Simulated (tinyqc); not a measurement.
# From one set of inputs to another, one input at a time

Model: chemical vapour deposition: Grove model, boundary layer, depletion and step coverage. Computed by tinyqc, a small Python program. Command: `OMP_NUM_THREADS=1 python tinyqc.py 3020914 3020915 out.jsonl cvd ladder`. One thread of a shared host (Intel(R) Xeon(R) Processor @ 2.30GHz), about 0.04 s of CPU time with the checks.

A precursor diffuses to the surface and reacts there at first order; each molecule that reacts adds one formula unit of film.

The inputs printed are set A. Set A is close to those used for silicon dioxide from an alkoxysilane; the values taken over come from a set close to those used for tungsten from its fluoride. Inputs not listed in the table keep their values of set A, so the rows need not describe a real material.

Inputs (values chosen for the exercise, close to those used for silicon dioxide from an alkoxysilane):
```
quantity                                            value                unit
prefactor k0 of k_s                               3.5e+08                cm/s
activation energy E                                  1.94                  eV
temperature T                                         760                   C
total pressure p                                      760                torr
mole fraction of the precursor Y                    0.014                   -
gas diffusivity D0 at 273.15 K and 760 torr          0.18              cm^2/s
film density N                                    2.2e+22  formula units/cm^3
precursor mass M                                      208                   u
trench width w                                       0.92                  um
aspect ratio of the trench                             83                   -
gas velocity U                                         25                cm/s
kinematic viscosity nu0 at 273.15 K and 760 torr      0.9              cm^2/s
susceptor length L                                     55                  cm
channel height b                                      8.1                  cm
```

Reactor: horizontal, atmospheric.

Constants: k_B = 1.380649e-23 J/K; u = 1.6605390666e-27 kg; k_B = 8.617333262e-05 eV/K.

Method:
- k_s = k0 exp(-E/(k_B T)); C_g = Y p/(k_B T), 1 torr = 133.322 Pa; D = D0 (T/273.15)^1.75 (760/p).
- Temperatures in kelvin are T(C) + 273.15.
- Mean speed c = sqrt(8 k_B T/(pi M)); reactive sticking probability beta = 4 k_s/c.
- nu = nu0 (T/273.15)^1.75 (760/p); Re = U L/nu; mean boundary layer delta = (2/3) L/sqrt(Re), at most b/2; h_g = D/delta.
- Fluxes in series: C_s = C_g/(1 + k_s/h_g); growth rate G = k_s h_g/(k_s + h_g) C_g/N; 1 cm/s = 6e8 nm/min.
- In a long trench of width w and depth l = aspect ratio x w: Knudsen diffusivity D_K = (2w) c/3 (hydraulic diameter 2w), combined as 1/D_e = 1/D_K + 1/D; D_e d2C/dz2 = 2 k_s C/w with D_e dC/dz = -k_s C at the floor. With m = sqrt(2 k_s/(w D_e)): C(floor)/C(top) = 1/[cosh(m l) + (k_s/(D_e m)) sinh(m l)].

Each row keeps all changes above it:
```
input moved                                                         from              to  step coverage  modulus m l  ratio k_s/h_g
set A                                                                  -               -        0.92444       0.3992     1.9590e-01
gas velocity U (cm/s)                                                 25              44        0.92444       0.3992     1.4767e-01
aspect ratio of the trench                                            83             4.7        0.99969       0.0226     1.4767e-01
prefactor k0 of k_s (cm/s) and activation energy E (eV)  350000000, 1.94  6100000, 0.761        0.17053       2.2412     1.4514e+03
gas diffusivity D0 at 273.15 K and 760 torr (cm^2/s)                0.18            0.15        0.15102       2.3546     1.7417e+03
susceptor length L (cm)                                               55              36        0.15102       2.3546     1.4091e+03
trench width w (um)                                                 0.92             0.7        0.18012       2.1901     1.4091e+03
```

Where does the difference come from?

Step coverage goes from 0.924 to 0.180, a factor 0.195 in all. The largest single move comes from prefactor k0 of k_s with activation energy E (a factor 0.171). Modulus m l goes from 0.399 to 2.19, a factor 5.49 in all. The largest single move comes from prefactor k0 of k_s with activation energy E (a factor 99.1), and aspect ratio of the trench works against it (a factor 0.0566). Ratio k_s/h_g goes from 0.196 to 1410, a factor 7190 in all. The largest single move comes from prefactor k0 of k_s with activation energy E (a factor 9830). The single moves hold for this order of the switches; the total does not depend on the order.

Caution (all rows): the hydraulic-diameter form of D_K is rough for a slit. Caution (rows prefactor k0 of k_s, gas diffusivity D0 at 273.15 K and 760 torr, susceptor length L, trench width w): a growth rate above 1 um/min is far higher than usual for an oxide or nitride film.

Extremes, crossings and ranges named in words are read from the listed rows.
